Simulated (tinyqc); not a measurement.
# Permittivity of the insulator from five potentials

Problem. A node lies on a semiconductor-insulator interface. Steps: hs = tb/2 down into the semiconductor, ho = tox/2 up into the insulator, hy = L/6 sideways. The flux balance of its box reads eox (hy/ho)(above - node) + eps_r (hy/hs)(below - node) + [(eps_r hs + eox ho)/(2 hy)](left + right - 2 node) - q Na (hs/2) hy/eps0 = 0. Find eox.

Inputs (values chosen for the exercise); semiconductor permittivity made up: relative permittivity of the semiconductor eps_r = 15.2; body thickness tb = 6 nm; insulator thickness tox = 1.1 nm; channel length L = 48 nm; acceptor density of the depleted body Na = 0 cm^-3.

Constants: q = 1.602176634e-19 C, eps0 = 8.8541878128e-14 F/cm where lengths are in cm. Results are converted to the units shown.

psi (V): node 0.092357509, above 0.081223581, below 0.10516044, left 0.097911418, right 0.12455474

Solution. The balance is linear in eox.

eox = 3.90

Computed by the program tinyqc: `OMP_NUM_THREADS=1 python tinyqc.py 2480034 2480035 out.jsonl`, one thread of a shared Intel Xeon 2.30GHz, about 0.1 s for the whole run.
